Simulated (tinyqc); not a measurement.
Inside a calculation. Model: classical nucleation, growth and JMAK kinetics of crystallisation from a melt or glass. Computed by tinyqc, a small Python program that keeps every step. Command: `OMP_NUM_THREADS=1 python tinyqc.py 3030918 3030919 out.jsonl nucl walk`. One thread of a shared host (Intel(R) Xeon(R) Processor @ 2.30GHz), about 0.01 s of CPU time with the checks. Intermediate numbers are printed to about 6 digits and carried at full precision; extremes and crossings named in words are read from the listed rows.

A spherical nucleus cap on a flat wall with a sharp interface of isotropic energy gamma; lambda = Omega^(1/3) is the jump distance.

Inputs (values chosen for the exercise, for a model substance):
```
quantity,value,unit
melting point T_m,1240,K
heat of melting per volume H,668,J/cm^3
interface energy gamma,0.0903,J/m^2
atomic volume Omega,28,angstrom^3
temperature T,893,K
diffusion prefactor D0,1.4e-06,m^2/s
activation energy Q,2.18,eV
contact angle theta,55,degrees
wall area per volume S_v,330000,1/m
time t,0.0011,s
```

Nucleation: on a flat wall. Driving force: Thompson-Spaepen.

Constants: e = 1.602176634e-19 C; k_B = 1.380649e-23 J/K; k_B = 8.617333262e-05 eV/K.

## Critical nucleus

Driving force per volume: dG = H [(T_m - T)/T_m] [2 T/(T_m + T)]. Shape factor f = (2 + cos theta)(1 - cos theta)^2/4. W(r) = f [4 pi r^2 gamma - (4/3) pi r^3 dG]; r* = 2 gamma/dG; W* = f 16 pi gamma^3/(3 dG^2); n* = f (4/3) pi r*^3/Omega.

driving force dG = 156.522 J/cm^3

shape factor f = 0.116993

critical radius r* = 1.15383 nm

barrier W* = 0.367715 eV

atoms in the nucleus n* = 26.8855

W*/(k_B T) = 4.77845

The wall leaves r* unchanged and cuts the barrier to 11.7 % of the homogeneous value. W* equals n* Omega dG/2 = 0.368 eV. Caution: with under 20 atoms in the nucleus or a barrier under 10 k_B T the capillary model is only a guide.

## Steady nucleation rate

D = D0 exp(-Q/(k_B T)); attachment rate k+ = (A*/lambda^2) D/lambda^2 with A* = 2 pi r*^2 (1 - cos theta); Zeldovich factor Z = sqrt(W*/(3 pi k_B T))/n*; sites per volume N = S_v/lambda^2; I = N Z k+ exp(-W*/(k_B T)); lag time = 1/(4 pi Z^2 k+).

diffusivity D = 6.96585e-19 m^2/s

attachment rate k+ = 292.238 1/s

Zeldovich factor Z = 0.0264843

sites N = 3.57884e+24 1/m^3

nucleation rate I = 2.32924e+23 1/(m^3 s)

lag time = 0.388217 s

A rise of gamma by 5 % would change I by a factor of about exp(-W*/(k_B T) (1.05^3 - 1)) = 0.47.

## Growth velocity

Growth (Wilson-Frenkel): u = (D/lambda) [1 - exp(-dG Omega/(k_B T))]. D = D0 exp(-Q/(k_B T)).

growth velocity u = 6.86249e-10 m/s

## Fraction transformed and grain size

JMAK with steady nucleation and growth, nuclei spread at random: extended fraction X_e = (pi/3) I u^3 t^4, X = 1 - exp(-X_e); t_X = [-3 ln(1 - X)/(pi I u^3)]^(1/4); final grains per volume = Gamma(5/4) (3/pi)^(1/4) (I/u)^(3/4), Gamma(5/4) = 0.9064024771. Grain size = (grains per volume)^(-1/3).

extended fraction = 1.15414e-16

fraction X at t = 1.15414e-16

half time t_0.5 = 9.68354 s

grains per volume = 2.24059e+24 1/m^3

grain size = 0.00764209 micrometre

t is 1.1e-4 half times: nearly nothing has crystallised. Caution: grains come out smaller than the spacing of the walls, so nuclei are not spread at random as JMAK assumes.

## Nose of the time-temperature curve

JMAK with steady nucleation and growth, nuclei spread at random: extended fraction X_e = (pi/3) I u^3 t^4, X = 1 - exp(-X_e); t_X = [-3 ln(1 - X)/(pi I u^3)]^(1/4); final grains per volume = Gamma(5/4) (3/pi)^(1/4) (I/u)^(3/4), Gamma(5/4) = 0.9064024771. The nose is the T between 0.3 and 0.97 T_m where I u^3 is largest; the time is for X = 1e-6, and the critical cooling rate is estimated as (T_m - T_nose)/t_nose.

nose temperature = 1036.57 K

nose time = 0.0380870 s

critical cooling rate = 5341.16 K/s

The nose lies at 0.84 T_m. Rapid quenching of thin ribbons or droplets could reach this. Caution: at the nose the lag time is not small against the nose time, so steady nucleation overstates the critical cooling rate.

## Nucleation and growth against temperature

Grain size = (grains per volume)^(-1/3). Rows are kept where W*/(k_B T) < 70.

Rates:
```
T (K),W*/(k_B T),I (1/(m^3 s)),u (m/s),t_0.5 (s),grain size (micrometre)
620,3.4008,4.24010e+18,4.53909e-15,1.13665e+06,5.93326e-03
682,3.3682,1.70526e+20,1.68281e-13,3.00418e+04,5.81375e-03
744,3.4988,3.15252e+21,3.31755e-12,1.54854e+03,5.90793e-03
806,3.8225,2.99665e+22,3.99814e-11,1.36347e+02,6.26904e-03
868,4.4220,1.49227e+23,3.24581e-10,1.89778e+01,7.08376e-03
930,5.4861,3.47167e+23,1.89849e-09,4.08562e+00,8.91996e-03
992,7.4725,2.52457e+23,8.35577e-09,1.45600e+00,1.39909e-02
1054,11.6992,1.60281e+22,2.82090e-08,1.16463e+00,3.77808e-02
1104,19.8815,1.29841e+19,6.13491e-08,3.85470e+00,2.71954e-01
1141,35.0679,6.81676e+12,9.40750e-08,1.03920e+02,1.12427e+01
```

Among these rows I peaks at 930 K, u at 1141 K and the change is fastest at 1054 K, between the two. Growth has no barrier W*, so it peaks nearer T_m than nucleation. The grain size goes as (u/I)^(1/4), from 0.0059 micrometre at the lowest T to 11 at the highest. Caution: in the coldest rows the nucleus has under 20 atoms or the barrier is under 10 k_B T, where the capillary model and steady rates are only a guide.

Checks made by the program: r* and W* against a numerical maximum of W(r) (relative difference 2e-10).
